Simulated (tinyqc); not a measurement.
p-type polysilicon, carrier trapping at grain boundaries: one step of the calculation.

One-dimensional grains of size Lg, uniform ionised doping N, monovalent traps Qt at each boundary at a depth Et below (for electrons) or above (for holes) the band edge there, abrupt depletion of width W on each side of a boundary, Boltzmann statistics. xi is the distance from the band edge at the grain centre to the Fermi level. Trapped charge Qt/(1 + exp((xi + VB - Et)/Vt)) = 2 N W, barrier VB = q N W^2/(2 eps0 eps_r).

Task. New W. Partly depleted grain, xi = Vt ln(NB/N): f = 1/(1 + exp((xi + VB - Et)/Vt)), g = Qt f - 2 N W, g' = -2 Qt f (1 - f) VB/(W Vt) - 2 N, W(new) = W - g/g'.

Parameters, values chosen for the exercise; values of the order met in polycrystalline silicon: temperature T = 400 K; relative permittivity eps_r = 11.7; valence-band density of states at T NB = 4.08e19 cm^-3; trap density of a grain boundary Qt = 1.4e12 cm^-2; depth of the trap level from the majority band edge at the boundary Et = 0.43 eV; doping N = 2e17 cm^-3.

Constants: q = 1.602176634e-19 C, kB = 1.380649e-23 J/K, Vt = kB T/q, eps0 = 8.8541878128e-14 F/cm where lengths are in cm. Results are converted to the units shown.

W after iteration 1 = 33.005561 nm

Give: VB; f; g; g'; W after iteration 2.

Result.

VB = 0.16848 V
f = 0.90627
g = -5.1447e10 cm^-2
g' = -7.5224e10 cm^-2/nm
W after iteration 2 = 32.322 nm

Program tinyqc, `OMP_NUM_THREADS=1 python tinyqc.py 2830101 2830102 out.jsonl`; Intel Xeon 2.30GHz, shared host, one thread, about 0.01 s.
